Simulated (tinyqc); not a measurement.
Cluster expansion of a binary alloy: correlations, fit, cross-validation and ground states. Changing the fraction x of B. Computed by tinyqc, a small Python program. Command: `OMP_NUM_THREADS=1 python tinyqc.py 3010040 3010041 out.jsonl clex sweep`. One thread of a shared host (Intel(R) Xeon(R) Processor @ 2.30GHz), about 0.06 s of CPU time with the checks.

s = +1 for A and -1 for B. Energy per site E = J0 + J1 P(point) + sum over clusters of m V P, with P the mean product of spins; V > 0 on a pair favours unlike neighbours. Clusters per site m: pair 1 4, pair 2 3, pair 3 6, triplet 12; the triplet is two first-neighbour bonds closed by a second-neighbour bond. Formation energies are counted from the line between pure A and pure B, which removes J0 and J1.

Inputs (values chosen for the exercise, for a model alloy): first-pair interaction V1 = 6.63 meV; second-pair interaction V2 = 1.7 meV; third-pair interaction V3 = -0.6 meV; triplet interaction Vt = 0.89 meV; temperature T = 600 K.

Lattice: bcc.

Constants: k_B = 8.617333262e-05 eV/K.

Method. Random alloy: P(pair) = p^2, P(triplet) = p^3, p = 1 - 2x, so H_mix = (p^2 - 1) sum m V(pairs) + (p^3 - p) m Vt; G_mix = H_mix + k_B T [x ln x + (1 - x) ln(1 - x)]. To first order in 1/T the Warren-Cowley parameter of shell 1 is alpha_1 = -(1 - p^2) V_eff/(k_B T), V_eff = V1 + (number of triplets on a first-neighbour bond) p Vt, that number being 6.

One run for each value:
```
fraction x of B  mixing enthalpy H_mix (meV/site)  mixing free energy G_mix (meV/site)   alpha_1
0.05                                     -7.15008                              -17.414  -0.04202
0.15                                    -18.10296                              -39.959  -0.10227
0.25                                    -25.02000                              -54.095  -0.13490
0.35                                    -28.41384                              -61.889  -0.14488
0.45                                    -28.79712                              -64.377  -0.13717
0.55                                    -26.68248                              -62.262  -0.11672
0.65                                    -22.58256                              -56.058  -0.08849
0.75                                    -17.01000                              -46.085  -0.05744
0.85                                    -10.47744                              -32.333  -0.02853
0.95                                     -3.49752                              -13.762  -0.00670
```

Over the rows, mixing enthalpy H_mix (meV/site) goes from -7.15 through a minimum among these rows, -28.8 at 0.450, to -3.50; mixing free energy G_mix (meV/site) goes from -17.4 through a minimum among these rows, -64.4 at 0.450, to -13.8; alpha_1 goes from -0.0420 through a minimum among these rows, -0.145 at 0.350, to -0.00670. Pairs alone give a parabola symmetric about x = 1/2; the triplet tilts it, and H_mix(0.25) - H_mix(0.75) = -8.01 meV.

Extremes, crossings and ranges named in words are read from the listed rows.
